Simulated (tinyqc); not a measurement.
What moves the results: electrons shared among three sets of ellipsoidal valleys. A value that a table varies takes the place of the one given here.

F_j(eta) = (1/Gamma(j + 1)) integral_0^infinity x^j dx/(1 + exp(x - eta)), which tends to exp(eta) for eta << 0.

Sets Gamma, L, X: N_i = M_i times N = 2 (m kB T/(4 pi c))^(3/2) with c = hbar^2/2m0, in 1/angstrom^3; times 1e24 for 1/cm^3, m = (ml mt^2)^(1/3); n = sum_i N_i F_1/2((EF - dE_i)/kT), energies from the edge of the first set; mu_drift = sum of share times mobility.

Constants: hbar^2/2m0 = 3.80998211 eV angstrom^2; kB = 8.617333262e-05 eV/K.

Inputs chosen for the exercise (masses and offsets near those of GaSb; mobilities are free inputs, held fixed; not measured data): dE = (0, 0.072, 0.302) eV (edges of Gamma, L, X above the first); M = (1, 4, 3) (valleys in each set); ml = (0.039, 1.299, 1.45) m0 (longitudinal masses of Gamma, L, X); mt = (0.039, 0.0952, 0.2305) m0 (transverse masses); mu = (5800, 780, 260) cm^2/(V s) (mobility of each set); n = 3.9e+16 1/cm^3 (total electron density); T = 77 K.

## Transfer between valleys with temperature

Offsets, masses and mobilities are held fixed; n is fixed too, so the high values of T stand for hot electrons, not for the lattice.

Populations:
```
T (K)  EF (eV)  share Gamma  share L  share X  mu_drift
77      0.0065       0.9981   0.0019   0.0000      5791
150    -0.0081       0.7988   0.2012   0.0000      4790
300    -0.0800       0.2207   0.7791   0.0002      1888
450    -0.1743       0.1013   0.8942   0.0046      1286
600    -0.2776       0.0652   0.9143   0.0205      1097
900    -0.5030       0.0392   0.8743   0.0865       932
1200   -0.7479       0.0286   0.8044   0.1669       837
2000   -1.4626       0.0176   0.6527   0.3297       697
```

The share of Gamma goes from 0.998 to 0.018 and the mean mobility from 5791 to 697 cm^2/(V s). Gamma and L hold equal numbers between T = 150 and 300 K. The share of X is at most 0.33.

## Transfer between valleys with doping

Parabolic valleys; band tails and gap narrowing are left out.

Populations:
```
n (1/cm^3)  EF (eV)  share Gamma  share L  share X  mu_drift
1.0e+16     -0.0052       0.9987   0.0013   0.0000      5794
1.0e+17      0.0180       0.9959   0.0041   0.0000      5779
1.0e+18      0.0646       0.5818   0.4182   0.0000      3701
3.0e+18      0.0786       0.2592   0.7408   0.0000      2081
1.0e+19      0.0979       0.1077   0.8923   0.0000      1321
3.0e+19      0.1305       0.0551   0.9449   0.0000      1057
1.0e+20      0.2058       0.0327   0.9673   0.0000       944
```

The share of Gamma goes from 0.999 to 0.033 and the mean mobility from 5794 to 944 cm^2/(V s). Gamma and L hold equal numbers between n = 1e+18 and 3e+18 1/cm^3. Where EF lies more than about 0.2 eV up a light valley, its parabolic form fails. The share of X is at most 1.4e-08.

## Moving the second set by strain or alloying

The second entry of dE is replaced by the values listed; a negative value puts that set lowest.

Populations:
```
offset (eV)  EF (eV)  share Gamma  share L  share X  mu_drift
-0.100       -0.1238       0.0000   1.0000   0.0000       780
-0.050       -0.0738       0.0000   1.0000   0.0000       780
0.000        -0.0239       0.0174   0.9826   0.0000       868
0.025        -0.0020       0.3852   0.6148   0.0000      2714
0.050         0.0060       0.9522   0.0478   0.0000      5560
0.100         0.0065       1.0000   0.0000   0.0000      5800
0.150         0.0065       1.0000   0.0000   0.0000      5800
0.200         0.0065       1.0000   0.0000   0.0000      5800
0.300         0.0065       1.0000   0.0000   0.0000      5800
```

The share of Gamma goes from 0.000 to 1.000 and the mean mobility from 780 to 5800 cm^2/(V s). Gamma and L hold equal numbers between offset = 0.025 and 0.05 eV. The share of X is at most 3.2e-18. With Boltzmann statistics the first two sets are equal at kT ln(N_2/N_1) = 0.0268 eV.

## What moves the populations

All else solved anew. Each row changes one parameter from the base and keeps the others.

Results:
```
case                              EF (eV)  share Gamma  share L  share X  mu_drift (cm^2/(V s))
base                               0.0065       0.9981   0.0019   0.0000                   5791
T = 127 K                         -0.0019       0.9100   0.0900   0.0000                   5348
n = 1.17e+17 1/cm^3                0.0204       0.9949   0.0051   0.0000                   5774
dE = (0, 0.0576, 0.302) eV         0.0063       0.9840   0.0160   0.0000                   5720
mt = (0.039, 0.1142, 0.2305) m0    0.0065       0.9978   0.0022   0.0000                   5789
ml = (0.039, 1.5588, 1.45) m0      0.0065       0.9980   0.0020   0.0000                   5790
mu = (6960, 780, 260) cm^2/(V s)   0.0065       0.9981   0.0019   0.0000                   6948
```

The largest shifts from the base row, up to three for each result and ties (the steps differ in size, so this ranks the rows, not the parameters). EF (eV): n +0.0140, T -0.0083, dE -0.0001; unchanged at the printed digits by mt, ml and mu. share Gamma: T -0.0881, dE -0.0141, n -0.0032; unchanged at the printed digits by mu. share L: T +0.0881, dE +0.0141, n +0.0032; unchanged at the printed digits by mu. share X: unchanged at the printed digits by T, n, dE, mt, ml and mu. mu_drift (cm^2/(V s)): mu +1158, T -442, dE -71.

(tinyqc, `OMP_NUM_THREADS=1 python tinyqc.py 1681134 1681135 out.jsonl`, Intel(R) Xeon(R) Processor @ 2.30GHz, 1 thread, shared host, about 0.01 s.)
